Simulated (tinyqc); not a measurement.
p-n diode with diffusion and depletion-layer recombination: one step of the calculation.

Abrupt junction in the depletion approximation, low injection, full ionisation, neutral widths fixed, ohmic contact on the p side. Vj is the junction voltage; where a series resistance Rs is given, V = Vj + J Rs is the terminal voltage.

Problem. Recombination in the depleted layer. ni = sqrt(Nc Nv) exp(-Eg/(2 Vt)), Eg in volts. Vbi = Vt ln(Na Nd/ni^2), W = sqrt(2 eps0 eps_r (Vbi - Vj)(1/Na + 1/Nd)/q), xp = W Nd/(Na + Nd), xn = W Na/(Na + Nd); u(x) = q Na (x + xp)^2/(2 eps0 eps_r) for x < 0 and Vbi - Vj - q Nd (xn - x)^2/(2 eps0 eps_r) for x > 0; p = Na exp(-u/Vt), n = Nd exp((u - Vbi + Vj)/Vt); U = ni^2 (exp(Vj/Vt) - 1)/(tp (n + ni exp(Et/Vt)) + tn (p + ni exp(-Et/Vt))); J_scr = q times the integral of U from -xp to xn. Trapezoid rule on 16 equal steps.

Inputs (values chosen for the exercise); band and dielectric values close to those of 4H silicon carbide: temperature T = 325 K; band gap Eg = 3.27 eV; relative permittivity eps_r = 9.71; conduction-band density of states at T Nc = 1.88e19 cm^-3; valence-band density of states at T Nv = 2.81e19 cm^-3; acceptor density Na = 1e16 cm^-3; donor density Nd = 2.4e17 cm^-3; electron lifetime tn = 2e-7 s; hole lifetime tp = 5e-7 s; trap level above the intrinsic level Et = 0.15 eV; junction voltage at which recombination is evaluated Vj = 1.72 V.

Constants: q = 1.602176634e-19 C, kB = 1.380649e-23 J/K, Vt = kB T/q, eps0 = 8.8541878128e-14 F/cm where lengths are in cm. Results are converted to the units shown.

Find: W; x; u; n; p; U; J_scr.

Solution.

W = 367.1 nm

| point | x (nm) | u (V) | n (cm^-3) | p (cm^-3) | U (cm^-3 s^-1) |
|---|---|---|---|---|---|
| 0 | -352.4 | 0.000 | 0.04864 | 1.000e16 | 2.432e5 |
| 1 | -329.5 | 0.005 | 0.05795 | 8.393e15 | 2.898e5 |
| 2 | -306.5 | 0.020 | 0.09801 | 4.963e15 | 4.900e5 |
| 3 | -283.6 | 0.044 | 0.2353 | 2.067e15 | 1.176e6 |
| 4 | -260.6 | 0.078 | 0.8017 | 6.067e14 | 4.008e6 |
| 5 | -237.7 | 0.123 | 3.878 | 1.254e14 | 1.939e7 |
| 6 | -214.8 | 0.177 | 26.62 | 1.827e13 | 1.331e8 |
| 7 | -191.8 | 0.240 | 259.5 | 1.875e12 | 1.297e9 |
| 8 | -168.9 | 0.314 | 3589 | 1.355e11 | 1.795e10 |
| 9 | -145.9 | 0.397 | 7.048e4 | 6.901e9 | 3.524e11 |
| 10 | -123.0 | 0.491 | 1.965e6 | 2.476e8 | 9.632e12 |
| 11 | -100.0 | 0.594 | 7.773e7 | 6.257e6 | 1.212e13 |
| 12 | -77.1 | 0.706 | 4.366e9 | 1.114e5 | 2.228e11 |
| 13 | -54.1 | 0.829 | 3.480e11 | 1398 | 2.795e9 |
| 14 | -31.2 | 0.961 | 3.938e13 | 12.35 | 2.470e7 |
| 15 | -8.3 | 1.104 | 6.326e15 | 0.07689 | 1.538e5 |
| 16 | 14.7 | 1.205 | 2.400e17 | 0.002027 | 4053 |

J_scr = 8.217e-12 A/cm^2

Numbers from tinyqc (`OMP_NUM_THREADS=1 python tinyqc.py 2260112 2260113 out.jsonl`; about 0.01 s on one thread of a shared Intel Xeon 2.30GHz).
